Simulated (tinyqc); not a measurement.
Worked calculation: oxide trap near a transistor channel: two-state multiphonon kinetics, telegraph noise and bias instability. Computed by tinyqc, a small Python program that keeps every step. Command: `OMP_NUM_THREADS=1 python tinyqc.py 3002872 3002873 out.jsonl oxidetrap walk`. One thread of a shared host (Intel(R) Xeon(R) Processor @ 2.30GHz), about 0.01 s of CPU time with the checks. Intermediate numbers are printed to about 5 digits and carried at full precision; extremes and crossings named in words are read from the listed rows.

An n-channel device under positive gate bias. The trap is empty (state 1) or holds an electron (state 2); both states are parabolas of equal curvature, and the electron reservoir is taken at the Fermi level of the channel.

Inputs (values chosen for the exercise, with an insulator like Al2O3 on silicon): insulator constant eps_ox = 9.18; insulator thickness t_ox = 5.9 nm; trap depth x from the interface = 1.8 nm; tunnel barrier phi_b = 2.16 eV; tunnelling mass m_ox = 0.37 m_0; trap level above E_F at zero field E_t = 1.2 eV; relaxation energy E_R = 2.2 eV; oxide field F = 6.9 MV/cm; attempt rate k_0 at the interface = 3e+12 1/s; temperature T = 200 K; channel width W = 340 nm; channel length L = 250 nm; frequency f = 10000 Hz; stress time t_s = 0.2 s; trap density N_t = 9.2e+18 cm^-3 eV^-1; mean capture barrier mu_c = 1.1 eV; spread of the barriers s_c = 0.28 eV; saturation shift dV_max = 23 mV.

Parts treated: one trap and an ensemble.

Constants: hbar^2/(2 m_0) = 3.80998212 eV angstrom^2; k_B = 8.617333262e-05 eV/K; e = 1.602176634e-19 C; eps_0 = 8.8541878128e-12 F/m.

## Tunnelling factor

kappa = sqrt(2 m_ox phi_b)/hbar = sqrt(m_ox phi_b/(hbar^2/2m_0)); attenuation length lambda = 1/(2 kappa); factor exp(-x/lambda) for a rectangular barrier.

kappa = 4.5800 1/nm

attenuation length lambda = 0.10917 nm

tunnelling factor = 6.9078e-08

Caution: a field 1.5 times as high comes near the usual breakdown field of such an insulator. Caution: the field lowers the tunnel barrier appreciably over the trap depth, so the rectangular barrier understates the rate.

## Barriers and time constants

E_21 = E_t - e F x is the energy of state 2 over state 1; barriers E_c = (E_R + E_21)^2/(4 E_R), E_e = E_c - E_21; tau_c = exp(E_c/k_B T)/(k_0 P), tau_e = exp(E_e/k_B T)/(k_0 P), P the tunnelling factor; occupation f_2 = tau_e/(tau_c + tau_e); 1/tau_0 = 1/tau_c + 1/tau_e.

E_21 = -0.042 eV

capture barrier E_c = 0.52920 eV

emission barrier E_e = 0.57120 eV

capture time tau_c = 1.0442e+08 s

emission time tau_e = 1.1944e+09 s

occupation f_2 = 0.91960

tau_0 = 9.6029e+07 s

The two times are within a factor 30 of each other, so the trap switches between both states, though too slowly to see in a usual record. Caution: at this temperature nuclear tunnelling through such barriers shortens the times below these classical values.

## Step height and noise

Charge-sheet step dV = e (t_ox - x)/(eps_ox eps_0 W L); Lorentzian spectrum S(f) = 4 dV^2 tau_0^2/((tau_c + tau_e)(1 + (2 pi f tau_0)^2)); corner 1/(2 pi tau_0); variance dV^2 f_2 (1 - f_2) = dV^2 tau_0/(tau_c + tau_e).

threshold step dV = 0.095079 mV

corner frequency = 1.6574e-09 Hz

S(f) = 7.0520e-27 V^2/Hz

root-mean-square noise = 0.025853 mV

f lies above the corner, on the 1/f^2 tail. Random dopants and current percolation, left out here, spread real steps around this value.

## Stress and recovery of one trap

From the zero-field occupation f(0), f(t) = f_2 + (f(0) - f_2) exp(-t/tau_0) under the field; after t_s the field is removed and f relaxes with the zero-field constants.

occupation at zero field = 5.7721e-31

tau_0 at zero field = 0.0035241 s

occupation after stress = 1.9153e-09

half-time of recovery = 0.0024427 s

## Bias dependence of the times

The formulas are those given above.

Against field:
```
F (MV/cm)  E_21 (eV)   tau_c (s)   tau_e (s)         f_2
0.00          1.2000  6.1055e+27  3.5241e-03  5.7721e-31
2.07          0.8274  8.4731e+20  1.1981e+00  1.4140e-21
4.14          0.4548  7.3359e+14  2.5410e+03  3.4637e-12
5.52          0.2064  1.8427e+11  1.1598e+06  6.2943e-06
6.90         -0.0420  1.0442e+08  1.1944e+09  9.1960e-01
8.28         -0.2904  1.3352e+05  2.7752e+12  1.0000e+00
10.35        -0.6630  2.8068e+01  1.4291e+18  1.0000e+00
```

ln(tau_c/tau_e) falls by e x/k_B T = 10.444 per MV/cm, which measures the depth x if the change of surface potential with bias is left aside. Over these rows tau_c shortens by 26.34 decades and tau_e lengthens by 20.61; the shares differ because E_21 is not small against E_R. The times cross at F = E_t/(e x) = 6.67 MV/cm.

## Many traps: 1/f noise

McWhorter number fluctuations for traps uniform in depth and energy: S_V = e^2 k_B T N_t lambda/(W L C_ox^2 f), C_ox = eps_ox eps_0/t_ox. The number of traps within k_B T in energy and one decade in time is N_t k_B T lambda ln(10) W L.

C_ox = 1.3777 microF/cm^2

1/f noise S_V(f) = 2.7543e-12 V^2/Hz

active traps per decade = 3.3879

With several active traps per decade the Lorentzians merge into 1/f in each device.

## Many traps: shift under stress

For a normal spread of capture barriers (given for the stress field, with depth and field not resolved, k_0 being taken as the effective rate of the ensemble), traps with barrier below k_B T ln(k_0 t) are filled: dV(t) = (dV_max/2) erfc((mu_c - k_B T ln(k_0 t))/(sqrt(2) s_c)); local exponent n = d ln dV/d ln t (central difference, factor 1.01 in t).

filling front k_B T ln(k_0 t_s) = 0.46741 eV

shift after t_s = 0.27447 mV

local time exponent n = 0.16033

## Power law or saturation

The extrapolation continues the power law fitted through 10 s and 1000 s.

Against stress time:
```
t (s)     shift (mV)  local exponent  power law (mV)  shift at T + 50 K (mV)
1.00e-03      0.1119         0.17854          0.1387                  0.2815
1.00e-01      0.2454         0.16269          0.2635                  0.6677
1.00e+01      0.5007         0.14708          0.5007                  1.4183
1.00e+03      0.9515         0.13177          0.9515                  2.7069
1.00e+05      1.6862         0.11680          1.8080                  4.6603
1.00e+07      2.7919         0.10226          3.4356                  7.2758
3.00e+08      3.8835         0.09185          5.5197                  9.5309
```

The exponent falls from 0.179 to 0.092 as the front climbs the distribution, so the power law overstates the shift at 3e8 s (about ten years) by a factor 1.42. Heating by 50 K raises the shift at 1000 s by a factor 2.84: time and temperature enter only through T ln(k_0 t).

Checks made by the program: detailed balance tau_c/tau_e = exp(E_21/k_B T) (relative difference below 1e-10); the integral of S(f) against the variance (relative difference below 1e-10).
